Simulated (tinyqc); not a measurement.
## Ballistic conductance of a hard-wall strip of a two-dimensional electron gas by counting modes: thermal smearing

Subband edges E_n = C (n pi/W)^2/m, n = 1, 2, ...; C = hbar^2/(2 m0). Every mode transmits fully; spin gives the factor 2 in 2 q^2/h, valleys the factor gv.

G = (2 q^2/h) gv M; at zero temperature M counts the edges below Ef, at T it is the sum of degeneracy times f. The smooth (Sharvin) count is kF W/pi, kF = sqrt(m Ef/C), and with the boundary term kF W/pi - 1/2. f = 1/(1 + exp((E_n - Ef)/Vt)).

Parameters, values chosen for the exercise: mass m = 0.21 m0; valleys gv = 2; Fermi energy above the 2D band edge Ef = 0.069 eV; width W = 37 nm.

Constants: q = 1.602176634e-19 C, kB = 1.380649e-23 J/K, hbar = 1.054571817e-34 J s, h = 6.62607015e-34 J s, m0 = 9.1093837015e-31 kg, Vt = kB T/q, hbar^2/(2 m0) = 0.0380998212 eV nm^2. Results are converted to the units shown.

Thermal smearing:
```
T (K),kB T (meV),M at T,G (uS)
2,0.1723,7.000,1085
10,0.8617,6.997,1084
30,2.585,6.873,1065
77,6.635,6.738,1044
150,12.93,6.640,1029
220,18.96,6.504,1008
300,25.85,6.354,984.6
400,34.47,6.225,964.6
```

Read the table: what changes, and by how much?

M at T falls from 7.00 to 6.22; the integer count is 7. The edge nearest to Ef lies 4.91 meV from it, and M stays within 0.01 of the integer up to 10 K among the rows.

Program tinyqc, `OMP_NUM_THREADS=1 python tinyqc.py 2740016 2740017 out.jsonl`; Intel Xeon 2.30GHz, shared host, one thread, about 0.04 s.
